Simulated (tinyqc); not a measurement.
Worked calculation: donors on two lattice sites with valley-orbit split states. Values are carried at full precision from step to step, so a last printed digit may differ when a step is redone from the rounded ones.

Each donor binds at most one electron, in any of its states. For a site s, W_s = sum over its states of g exp(E/kT), and the ionised share is 1/(1 + W_s exp(eta)), eta = (EF - Ec)/kT; n = Nc F_1/2(eta); neutrality n + NA = ND x (mean ionised share, the two sites in equal numbers); holes are neglected. Nc from N = 2 (m kB T/(4 pi c))^(3/2) with c = hbar^2/2m0, in 1/angstrom^3; times 1e24 for 1/cm^3, m = md. F_j(eta) = (1/Gamma(j + 1)) integral_0^infinity x^j dx/(1 + exp(x - eta)), which tends to exp(eta) for eta << 0.

Constants: hbar^2/2m0 = 3.80998211 eV angstrom^2; kB = 8.617333262e-05 eV/K.

Inputs chosen for the exercise (near those of nitrogen in 4H-SiC; the results hold for these values, not for the real material): md = 0.789 m0 (density-of-states mass of the conduction band); E = (63.9, 57, 120.9, 77.8) meV (binding energies of h ground, h excited, k ground, k excited); g = (2, 4, 2, 4) (their degeneracies with spin); T = 400 K; ND = 3.3e+16 1/cm^3 (donors, half on each site); NA = 0 1/cm^3 (compensating acceptors, all ionised); mu0 = 40 cm^2/(V s) (mobility at heavy doping); mu1 = 912 cm^2/(V s) (mobility at light doping and 300 K); Nr = 1.7e+17 1/cm^3 (reference doping); de = 0.61 (doping exponent); ga = 2.4 (temperature exponent).

## Partition sums of the neutral donor

Give each term g exp(E/kT), W_s, and the effective degeneracy W_s exp(-E_ground/kT).

Nc = 2.7077e+19 1/cm^3

terms: h ground 12.77, h excited 20.90, k ground 66.73, k excited 38.22

W_s: h 33.672, k 104.95

effective degeneracy: h 5.274, k 3.146

The ground state alone would give 2 and all states together 6 on each site; here the excited states hold 62 % and 36 % of the bound electrons on the h and k sites.

## Neutrality

Solve for eta.

eta = -6.784
n = 3.06e+16 1/cm^3

ionised share: h 0.963, k 0.894

n is 0.929 of ND - NA. The deeper k site is ionised 0.93 times as much as the h site.

## Mobility and resistivity

Mobility (Caughey-Thomas form): mu = mu0 + (mu1 (T/300)^(-ga) - mu0)/(1 + ((ND + NA)/Nr)^de); rho = 1/(e n mu), e = 1.602176634e-19 C.

Compare with full ionisation, n = ND - NA.

mu = 345.0 cm^2/(V s)
rho = 0.590 ohm cm
rho at full ionisation = 0.548 ohm cm

Incomplete ionisation raises rho by a factor 1.08.

## Checks

- n + NA against ND times the mean ionised share (1/cm^3): both 3.064e+16.

Run: tinyqc, `OMP_NUM_THREADS=1 python tinyqc.py 1650559 1650560 out.jsonl`; Intel(R) Xeon(R) Processor @ 2.30GHz, one thread, shared host; about 0.01 s of CPU time with all checks.
